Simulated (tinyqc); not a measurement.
Gap difference from the gain at two temperatures.

Inverse problem. When back injection limits the gain, beta = b exp(-dE/(kB T)) with dE the gap reduction of the emitter less that of the base and b constant. Find dE and beta at 300 K.

Constants: q = 1.602176634e-19 C, kB = 1.380649e-23 J/K. Results are converted to the units shown.

T (K): [273, 400]
beta: [207.32184, 866.84370]

Answer. ln beta is a straight line in 1/T with slope -dE/kB.

dE = 0.1060 eV
beta at 300 K = 311.0

Computed by the program tinyqc: `OMP_NUM_THREADS=1 python tinyqc.py 2320006 2320007 out.jsonl`, one thread of a shared Intel Xeon 2.30GHz, about 0.01 s for the whole run.
